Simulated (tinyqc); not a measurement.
Kronig-Penney superlattice by transfer matrices, step by step. Values are carried at full precision from step to step, so a last printed digit may differ when a step is redone from the rounded ones.

Wells (width a, potential 0, mass mw) alternate with barriers (width b, height V0, mass mb); period d = a + b; c = hbar^2/2m0. The vector (psi, psi'/m) is continuous, and a layer of thickness t carries it by M = [[cos kt, (m/k) sin kt], [-(k/m) sin kt, cos kt]] with k = sqrt(m (E - V)/c); for E < V, k = i kappa gives [[cosh, (m/kappa) sinh], [(kappa/m) sinh, cosh]] of kappa t. A Bloch state obeys cos(q d) = tr(Mb Mw)/2.

Constants: hbar^2/2m0 = 3.80998211 eV angstrom^2; hbar = 6.58211957e-16 eV s.

Inputs chosen for the exercise (near those of a GaAs superlattice with barriers of AlGaAs; the results hold for these values, not for the real material):
- a = 98 angstrom (well width)
- b = 25 angstrom (barrier width)
- V0 = 0.154 eV (barrier height)
- mw = 0.0664 m0 (mass in the wells)
- mb = 0.0828 m0 (mass in the barriers)
- E = 0.024 eV (trial energy)
- F = 20 kV/cm (field along the axis)

## Layer matrices at one energy

Form the matrix of the well and of the barrier at E.

k in the well = 0.02045 1/angstrom
kappa in the barrier = 0.05315 1/angstrom

Mw (angstrom units):
```
          1         2
1  -0.42002    2.9464
2  -0.27952  -0.42002
```

Mb (angstrom units):
```
        1       2
1  2.0207  2.7353
2  1.1272  2.0207
```

## The matrix of one period

Multiply M = Mb Mw and take half the trace. If its size is at most 1, E lies in a miniband and q d = arccos(tr M/2); otherwise the state decays by exp(-arccosh|tr M/2|) a period.

M:
```
         1       2
1  -1.6133  4.8049
2  -1.0383  2.4724
```

tr M/2 = 0.4296
q d in a band, or the decay exponent in a gap = 1.127

E lies in a miniband; det M = 1.0000, as for any such product.

## Miniband edges

The edges are the energies where tr M/2 = +1 (q = 0) or -1 (q = pi/d); the first three minibands.

Minibands:
```
band  bottom (eV)  top (eV)  width (meV)
1          0.0206    0.0365         15.9
2          0.0869    0.1467         59.8
3          0.2067    0.3323        125.6
```

2 minibands of these lie wholly below V0. The first gap is 50.4 meV wide; the single well of width a has E1 = 0.0281 eV, inside the first miniband.

## Dispersion along the axis

Solve tr M/2 = cos(q d) inside each miniband at q d/pi = 0, 1/6, ..., 1. The cosine form is E_bottom + (W/2)(1 - cos q d) with the true width W.

Energies (eV):
```
q d/pi  band 1  cosine form  band 2
0.000   0.0206       0.0206  0.1467
0.167   0.0214       0.0217  0.1400
0.333   0.0236       0.0246  0.1263
0.500   0.0270       0.0286  0.1119
0.667   0.0311       0.0325  0.0993
0.833   0.0349       0.0354  0.0903
1.000   0.0365       0.0365  0.0869
```

The cosine form, which holds for hopping between neighbouring wells alone, misses band 1 by at most 1.6 meV, 10 % of its width.

## Mass along the axis

With f(E) = tr M/2, 1 - (q d)^2/2 = 1 + f'(E_bottom)(E - E_bottom) gives m_z = -2 c f'/d^2 (f' by a central difference of 1e-6 eV at the bottom of band 1). The cosine form gives 4 c/(W d^2), W the width of band 1 between tr M/2 = +1 and -1.

f' = -181.6 1/eV
m_z = 0.09145 m0
m_z of the cosine form = 0.06339 m0
W = 15.89 meV

The mass along the axis is 1.38 times mw.

## In a field along the axis

One-band picture: ladder spacing e F d, Bloch frequency e F d/(2 pi hbar), and extent W/(e F) of a Stark state, with W the width of band 1; 1 kV/cm = 1e-5 V/angstrom.

e F d = 24.600 meV
Bloch frequency = 5.948 THz
W/(e F d) = 0.65 periods

The state is confined to about one period: the miniband has broken into a ladder of single-well levels.

## Checks

- Bottom of band 1 from 121 plane waves (the mass step taken by inverting the matrix of m) against the transfer matrix, eV: both 0.0206.

Run: tinyqc, `OMP_NUM_THREADS=1 python tinyqc.py 1251516 1251517 out.jsonl`; Intel(R) Xeon(R) Processor @ 2.30GHz, one thread, shared host; about 0.05 s of CPU time with all checks.
